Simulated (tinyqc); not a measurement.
Sub-threshold conduction and electro-thermal threshold of an amorphous chalcogenide: the S-shaped curve.

Trap-limited conduction: I = I0 exp(-Ea/kB T) sinh(q V dz/(2 ua kB T)), I0 = 2 q A Nt dz/ta. One lumped temperature T = T0 + Rt I V. The threshold is the largest V for which a steady state exists on the low-current branch.

For each T, V solves Rt I(V, T) V = T - T0.

Parameters, values chosen for the exercise; values of the order of Ge-Sb-Te and related chalcogenides:

| symbol | value | unit | meaning |
|---|---|---|---|
| T0 | 300 | K | ambient temperature |
| A | 1700 | nm^2 | cross-section |
| ua | 36 | nm | amorphous thickness |
| dz | 6.1 | nm | distance between traps |
| Ea | 0.29 | eV | activation energy |
| Nt | 2.5e19 | cm^-3 | trap density |
| ta | 1e-15 | s | attempt time |
| Rt | 5.6 | K/uW | thermal resistance |

Constants: q = 1.602176634e-19 C, kB = 1.380649e-23 J/K. Results are converted to the units shown.

Results:

| T (K) | V (V) | I (uA) | V/I (kohm) |
|---|---|---|---|
| 302 | 0.2821 | 1.266 | 222.9 |
| 305 | 0.3987 | 2.239 | 178.0 |
| 311 | 0.5032 | 3.903 | 128.9 |
| 322 | 0.5777 | 6.801 | 84.94 |
| 344 | 0.6083 | 12.92 | 47.09 |
| 365 | 0.5940 | 19.54 | 30.39 |
| 395 | 0.5527 | 30.70 | 18.00 |
| 439 | 0.4853 | 51.14 | 9.490 |
| 495 | 0.4119 | 84.54 | 4.872 |
| 581 | 0.3332 | 150.6 | 2.212 |

Estimate the missing row, T = 333 K.

Computed row:

| T (K) | V (V) | I (uA) | V/I (kohm) |
|---|---|---|---|
| 333 | 0.6030 | 9.773 | 61.69 |

With this row back in the table: V goes from 0.282 through a maximum of 0.608 (at T = 344 K among the rows listed) to 0.333 V, while I rises from 1.27 to 151 uA. The exact threshold is 0.6083 V at 343.1 K; beyond it V falls as I rises, a negative differential resistance that a voltage source cannot hold. For T = 495, 581 the layer would crystallise if held at such a temperature.

Range of the model: Purely electronic switching mechanisms, filaments and series resistance are left out.

Program tinyqc, `OMP_NUM_THREADS=1 python tinyqc.py 2490125 2490126 out.jsonl`; Intel Xeon 2.30GHz, shared host, one thread, about 0.01 s.
